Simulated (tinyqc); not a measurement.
# Dopants and charged point defects at anneal temperature: Fermi-level effect, clustering and pairing, step by step

A worked calculation. Computed by tinyqc, a small Python program that keeps every step. Command: `OMP_NUM_THREADS=1 python tinyqc.py 3022081 3022082 out.jsonl pairing walk`. One thread of a shared host (Intel(R) Xeon(R) Processor @ 2.30GHz), about 0.03 s of CPU time with the checks. Intermediate numbers are printed to about 6 digits and carried at full precision; extremes and crossings named in words are read from the listed rows.

Boltzmann statistics and full ionisation of active dopants. Energies are counted from the valence band; the defect (a vacancy or self-interstitial) has five charge states, with all degeneracy factors one.

Inputs (values chosen for the exercise, for a model semiconductor):
```
quantity,value,unit
gap at 0 K E_g0,0.775,eV
Varshni alpha,0.000547,eV/K
Varshni beta,261,K
electron mass m_e,0.235,m_0
valleys M_c,4,-
hole mass m_h,0.262,m_0
anneal temperature T,870,K
total dopant density N,4.7e+19,cm^-3
formation enthalpy of the neutral defect H_f,2.69,eV
formation entropy S_f,4.2,k_B
site density N_s,4.1e+22,cm^-3
intrinsic dopant diffusivity D_i,2.1e-16,cm^2/s
anneal time t,8000,s
dopant atoms per cluster k,4,-
cluster binding energy E_b,2.2,eV
```

Dopant: donor. Second part: clustering of the dopant.

defect levels as fractions of E_g(T): (2+/+), (+/0), (0/-), (-/2-): [0.061, 0.077, 0.38, 0.78]

Constants: m_0 = 9.1093837015e-31 kg; k_B = 1.380649e-23 J/K; h = 6.62607015e-34 J s; k_B = 8.617333262e-05 eV/K.

## The host at the anneal temperature

E_g = E_g0 - alpha T^2/(T + beta). N_c = 2 M_c (2 pi m_e k_B T/h^2)^(3/2) and N_v = 2 (2 pi m_h k_B T/h^2)^(3/2), masses in units of m_0. n_i = sqrt(N_c N_v) exp(-E_g/2 k_B T); E_i = E_g/2 + (k_B T/2) ln(N_v/N_c).

E_g = 0.408931 eV

k_B T = 0.0749708 eV

n_i = 2.00350e+18 cm^-3

E_i = 0.158615 eV

effective density of states N_b of the majority band = 5.64717e+19 cm^-3

## Active and clustered dopant

n = A/2 + sqrt(A^2/4 + n_i^2) for an active density A. k ionised dopants and k carriers form one neutral cluster: C = N_s (A/N_s)^k (n/N_b)^k exp(E_b/k_B T), N_b the effective density of states of the majority band, and N = A + k C (60 bisections in ln A between ln N - 90 and ln N).

active density A = 1.32926e+19 cm^-3

clusters C = 8.42684e+18 cm^-3

active share = 0.282822

72 % of the dopant is lost to clusters.

## Carrier density and Fermi level

chi = n/n_i (for acceptors n_i/p); E_F = E_i + k_B T ln chi; field enhancement h = 1 + A/sqrt(A^2 + 4 n_i^2).

n = 1.35880e+19 cm^-3

chi = 6.78216

E_F = 0.302131 eV

field enhancement h = 1.95744

The doping is 6.63 n_i: extrinsic conditions.

## Charged defects

C_0 = N_s exp(S_f/k_B) exp(-H_f/k_B T). Ratios to the neutral state at E_F = E_i: r_+ = exp((E(+/0) - E_i)/k_B T), r_2+ = r_+ exp((E(2+/+) - E_i)/k_B T), r_- = exp((E_i - E(0/-))/k_B T), r_2- = r_- exp((E_i - E(-/2-))/k_B T); at other E_F state q scales as chi^(-q). The enhancement is sum r_q chi^(-q)/sum r_q. The charge on the defects is left out of neutrality.

neutral defects C_0 = 7.14592e+08 cm^-3

Charge states:
```
state,ratio r,intrinsic (cm^-3),doped (cm^-3)
2+,0.03085,2.20444e+07,4.79250e+05
+,0.18347,1.31108e+08,1.93313e+07
0,1.00000,7.14592e+08,7.14592e+08
-,1.04390,7.45965e+08,5.05925e+09
2-,0.12296,8.78676e+07,4.04171e+09
```

all defects, doped = 9.83536e+09 cm^-3

enhancement over intrinsic = 5.78015

mean charge = -1.33420 e

Doping leaves the neutral state alone and multiplies the total by 5.78; the most common state is - (in intrinsic material -).

## Dopant diffusivity

If every charge state of the defect carries the dopant equally well, D = D_i x enhancement x h x (active share A/N, a rough stand-in that overstates the dA/dN which immobile clusters call for), D_i being an input held fixed when T or H_f is moved; diffusion length 2 sqrt(D t).

effective diffusivity D = 6.71987e-16 cm^2/s

D/D_i = 3.19994

diffusion length = 46.3720 nm

## Against doping

chi = n/n_i; h = 1 + A/sqrt(A^2 + 4 n_i^2); the dopant diffusivity over its intrinsic value is D/D_i = enhancement x h x A/N, if every charge state carries the dopant equally well.

Trend at the anneal temperature:
```
N (cm^-3),active A (cm^-3),chi,defect enhancement,mean charge,D/D_i
6.00e+16,6.00000e+16,1.01509,1.00666,-0.44740,1.02173
1.70e+17,1.70000e+17,1.04333,1.01931,-0.46321,1.06252
4.60e+17,4.60000e+17,1.12137,1.05551,-0.50417,1.17589
1.30e+18,1.29999e+18,1.37574,1.18367,-0.61579,1.54894
3.50e+18,3.49821e+18,2.20049,1.67238,-0.85173,2.77082
9.60e+18,8.52039e+18,4.47616,3.43479,-1.16837,5.80719
2.60e+19,1.18902e+19,6.09871,5.02726,-1.29328,4.47771
7.30e+19,1.42681e+19,7.25937,6.33459,-1.35983,2.43013
2.00e+20,1.64907e+19,8.35071,7.69129,-1.41112,1.25042
```

Well below n_i = 2.00e18 cm^-3 chi and the enhancement are near 1. At any doping d ln(enhancement)/d ln chi equals minus the mean charge, which goes from -0.45 to -1.41 over the rows. Clustering bends A over: its exponent in N falls to 0.14, towards 1/(2k) = 0.125, and D/D_i peaks at N = 9.6e18 cm^-3.

## Activation against anneal temperature

The formulas are those given above.

Equilibrium activation:
```
T (K),n_i (cm^-3),active A (cm^-3),clusters C (cm^-3),active share
520,2.05632e+16,8.04416e+17,1.15489e+19,0.017115
610,1.04420e+17,2.23191e+18,1.11920e+19,0.047487
700,3.62026e+17,4.80462e+18,1.05488e+19,0.102226
780,8.79315e+17,8.20695e+18,9.69826e+18,0.174616
870,2.00350e+18,1.32926e+19,8.42684e+18,0.282822
960,3.97930e+18,1.95080e+19,6.87301e+18,0.415063
1040,6.70735e+18,2.56240e+19,5.34399e+18,0.545192
```

The active share goes from 0.0171 at 520 K to 0.545 at 1040 K, so a layer activated by a hot, short anneal is metastable and deactivates in later, cooler steps if the dopant can move. Over the first three rows, where most dopant is clustered, a fit of ln A rises with slope 0.311 eV against -1/k_B T, near E_b/(2k) = 0.275 eV plus 0.75 k_B T.

Checks made by the program: conservation of the dopant (relative difference below 1e-10); ratios against Boltzmann factors of formation energies at E_F (relative difference below 1e-10).
